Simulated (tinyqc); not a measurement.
Worked calculation: growth of a silicide layer between metal and silicon: linear-parabolic kinetics, ramp anneals and Kissinger analysis. Computed by tinyqc, a small Python program that keeps every step. Command: `OMP_NUM_THREADS=1 python tinyqc.py 3029561 3029562 out.jsonl silicide walk`. One thread of a shared host (Intel(R) Xeon(R) Processor @ 2.30GHz), about 0.2 s of CPU time with the checks. Intermediate numbers are printed to about 6 digits and carried at full precision; extremes and crossings named in words are read from the listed rows.

One compound layer of thickness x grows by diffusion through itself and reaction at an interface, dx/dt = 1/(2x/K + 1/v), until the metal is used up at x = a h.

Inputs (values chosen for the exercise, modelled on NiSi):

| quantity | value | unit |
|---|---|---|
| metal thickness h | 18 | nm |
| silicide formed per metal thickness a | 2.2 | - |
| silicon consumed per metal thickness b | 1.83 | - |
| prefactor of the parabolic constant K | 1.5e+14 | nm^2/s |
| activation energy E of K | 1.72 | eV |
| prefactor of the interface velocity v | 1.3e+14 | nm/s |
| activation energy E_v | 1.89 | eV |
| temperature T | 355 | C |
| time t | 53 | s |
| ramp rate beta | 0.5 | C/s |
| silicide resistivity | 16 | micro-ohm cm |
| junction depth x_j | 24 | nm |

Constants: k_B = 8.617333262e-05 eV/K.

## Final thickness

The silicide ends at the thickness a h.

final thickness = 39.6 nm

## Geometry at full reaction

Silicon consumed b h, sheet resistance rho/(final thickness) with 1 micro-ohm cm/nm = 10 ohm; margin to the junction x_j - b h.

silicon consumed = 32.94 nm

sheet resistance = 4.04040 ohm/square

margin to the junction = -8.94 nm

The silicide would punch through the junction.

## Isothermal growth

K = K0 exp(-E/(k_B T)), v = v0 exp(-E_v/(k_B T)). Temperatures in kelvin are T(C) + 273.15. x^2/K + x/v = t, so x = (K/(2v)) [sqrt(1 + 4 v^2 t/K) - 1], capped at a h; completion time t_c = (a h)^2/K + a h/v, a h being the final thickness; crossover thickness K/v.

K = 2.37779 nm^2/s

v = 0.0891415 nm/s

crossover thickness = 26.6743 nm

thickness at time t = 4.09564 nm

completion time = 1103.74 s

10 % has reacted. Diffusion makes up 60 % of the completion time.

## Ramp anneal

Ramp from x = 0 at 100 C at the rate beta: dx/dT = (1/beta)/(2x/K + 1/v), integrated adaptively (tolerance 1e-9) until x = a h at T_f.

completion temperature T_f = 423.401 C

## Kissinger analysis

Plot ln(beta/T_f^2) against 1/(k_B T_f), T_f in kelvin; minus the least-squares slope estimates the activation energy.

Ramps:

| beta (C/s) | T_f (C) | 1/(k_B T_f) (1/eV) | ln(beta/T_f^2) |
|---|---|---|---|
| 0.03 | 366.451 | 18.1434 | -16.4282 |
| 0.1 | 389.639 | 17.5086 | -15.2955 |
| 0.3 | 412.318 | 16.9293 | -14.2642 |
| 1 | 439.024 | 16.2945 | -13.1366 |
| 3 | 465.269 | 15.7154 | -12.1104 |
| 10 | 496.329 | 15.0810 | -10.9888 |
| 30 | 527.018 | 14.5026 | -9.9684 |

Kissinger energy = 1.77422 eV

A thousandfold faster ramp raises the completion temperature by only 161 C. The fit gives 1.774 eV, against E = 1.72 eV for diffusion and E_v = 1.89 eV for the interface: it lies 32 % of the way from E to E_v, as both steps resist. Caution: nucleation and competing phases are left out; disilicides such as CoSi2 and the low-resistance form of TiSi2 start by nucleation and follow this law at best in part.

Checks made by the program: isothermal closed form against integration (relative difference below 1e-10).
